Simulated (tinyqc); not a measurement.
# Changing the pair energy w (positive repels)

Model: adsorption as a lattice gas: isotherms with interactions, competition, desorption peaks and saturation dose. Computed by tinyqc, a small Python program. Command: `OMP_NUM_THREADS=1 python tinyqc.py 3020975 3020976 out.jsonl adsorb sweep`. One thread of a shared host (Intel(R) Xeon(R) Processor @ 2.30GHz), about 0.01 s of CPU time with the checks.

One adsorbate per site; a molecule needs 1 empty site. Gas and surface have the same temperature.

Inputs (values chosen for the exercise, for a model surface):
```
quantity                             value    unit
desorption energy E                   1.24      eV
prefactor nu                       1.7e+13     1/s
neighbours z                             3       -
site density N_s                       3.7  1/nm^2
molecular mass M                      88.3       u
sticking coefficient s0             0.0069       -
temperature T                          546       K
pressure p                              37      Pa
blocking by a second gas, K_B p_B     0.14       -
```

Adsorption: molecular (first order).

Constants: u = 1.6605390666e-27 kg; k_B = 1.380649e-23 J/K; k_B = 8.617333262e-05 eV/K.

Method. Flux F = p/sqrt(2 pi M k_B T); k_d = nu exp(-E/(k_B T)); s0 F (1 - theta) = N_s k_d theta, so y = s0 F/(N_s k_d), theta = y/(1 + y). With a second gas on the same sites theta = y/(1 + y + K_B p_B). With u = w/(k_B T). Mean field: theta/(1 - theta) = y exp(-z u theta). Quasi-chemical: theta/(1 - theta) = y [(r - 1 + 2 theta)(1 - theta)/((r + 1 - 2 theta) theta)]^(-z/2) exp(-z u/2), r = sqrt(1 - 4 theta (1 - theta)(1 - exp(-u))).

One run for each value:
```
pair energy w (positive repels) (eV)  coverage, mean field  coverage, quasi-chemical        u
-0.0420                                            0.99490                   0.99486  -0.8927
-0.0220                                            0.98177                   0.98165  -0.4676
-0.0023                                            0.93975                   0.93974  -0.0489
0.0180                                             0.83849                   0.83617   0.3826
0.0380                                             0.70913                   0.69713   0.8076
0.0580                                             0.59809                   0.58377   1.2327
0.0770                                             0.51734                   0.51333   1.6365
0.0970                                             0.45262                   0.46727   2.0616
0.1200                                             0.39613                   0.43577   2.5504
```

Describe the trends.

Over the rows, coverage, mean field falls from 0.995 to 0.396; coverage, quasi-chemical falls from 0.995 to 0.436; u rises from -0.893 to 2.55.

Caution (rows 0.0770, 0.0970, 0.120): for z u near 4 or above (near 8 on the triangular lattice, z = 6) mean field itself predicts sublattice order near half coverage (the exact threshold is higher); both uniform formulas leave ordering out.
